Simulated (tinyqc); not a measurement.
What each parameter does: optical transitions of a finite quantum well.

Each carrier sees a square well of width L with its own depth V and masses m (inside), mb (outside); c = hbar^2/2m0, k = sqrt(m E/c), kappa = sqrt(mb (V - E)/c), and level n solves k L + 2 atan[(k/m)/(kappa/mb)] = n pi. The envelope is cos(kz) for odd n and sin(kz) for even n inside, joins exp(-kappa (|z| - L/2)) outside, and is normalised to 1. Excitons and band mixing are left out.

Constants: hbar^2/2m0 = 3.80998211 eV angstrom^2; hc = 1239.841984 eV nm.

Parameters, chosen for this exercise (near those of a GaAs well in AlGaAs; the results hold for these values, not for the real material):
- L = 129 angstrom (well width)
- Eg = 1.508 eV (gap of the well)
- Vc = 0.324 eV (conduction offset)
- Vv = 0.184 eV (valence offset)
- me = 0.0673 m0 (electron, well)
- meb = 0.1002 m0 (electron, barrier)
- mh = 0.336 m0 (heavy hole along z, well)
- mhb = 0.417 m0 (heavy hole, barrier)
- ml = 0.0877 m0 (light hole along z, well)
- mlb = 0.1136 m0 (light hole, barrier)

Edge wavelength hc/(Eg + e1 + hh1), squared overlap of e1 and hh1, and the confinement energies.

One parameter was then changed.

Results before and after:
```
case     edge (nm)  overlap^2  e1 (meV)  hh1 (meV)
base         807.9     0.9921      21.5        5.2
changed      792.4     0.9921      21.5        5.2
```

Which of these changes was made? (a) Vc = 0.373 eV; (b) me = 0.074 m0; (c) Eg = 1.538 eV; (d) L = 142 angstrom; (e) Vv = 0.147 eV; (f) meb = 0.1202 m0; (g) mh = 0.386 m0.

Answer: (c) Eg = 1.538 eV. Of the candidates, run in turn, only this one gives the changed row.

All candidates:
```
case              edge (nm)  overlap^2  e1 (meV)  hh1 (meV)
base                  807.9     0.9921      21.5        5.2
L = 142 angstrom      809.9     0.9932      18.4        4.4
Eg = 1.538 eV         792.4     0.9921      21.5        5.2
Vc = 0.373 eV         807.6     0.9943      22.1        5.2
Vv = 0.147 eV         808.0     0.9945      21.5        5.1
me = 0.074 m0         808.5     0.9943      20.2        5.2
mh = 0.386 m0         808.2     0.9897      21.5        4.7
meb = 0.1202 m0       808.3     0.9906      20.7        5.2
```

Run: tinyqc, `OMP_NUM_THREADS=1 python tinyqc.py 1250087 1250088 out.jsonl`; Intel(R) Xeon(R) Processor @ 2.30GHz, one thread, shared host; about 0.08 s of CPU time with all checks.
